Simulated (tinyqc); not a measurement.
Valley-orbit splitting of a donor ground state, with strain: one step, computed by the program tinyqc.

The basis is the 1s envelope in each valley; energies are counted from the unstrained conduction-band edge. The strain is e_s (a a^T - 1/3) for the unit stress axis a, so valley j along n_j moves by Xi_u e_s w_j with w_j = (n_j.a)^2 - 1/3: -1/3 for x and y, +2/3 for z.

Problem. Levels without strain. By symmetry: E(A1) = E_0 + Lambda + 4 Delta_1 + Delta_2 (one state), E(T2) = E_0 + Lambda - Delta_2 (three), E(E) = E_0 + Lambda - 2 Delta_1 + Delta_2 (two), as binding energies.

Inputs (values chosen for the exercise, modelled on donors in silicon):
```
quantity,value,unit
single-valley binding energy E_0,32.3,meV
central-cell shift Lambda,4.32,meV
coupling Delta_1,2.3,meV
coupling Delta_2,1.5,meV
```

Valleys: six along <100>. Stress axis: [001].

Give: E(A1); E(T2); E(E).

Solution.

E(A1) = 47.32 meV

E(T2) = 35.12 meV

E(E) = 33.52 meV

Only A1 has all valley amplitudes in phase, so only it has weight at the nucleus. Of the upper states T2 is bound more strongly, because Delta_1 is larger than Delta_2.
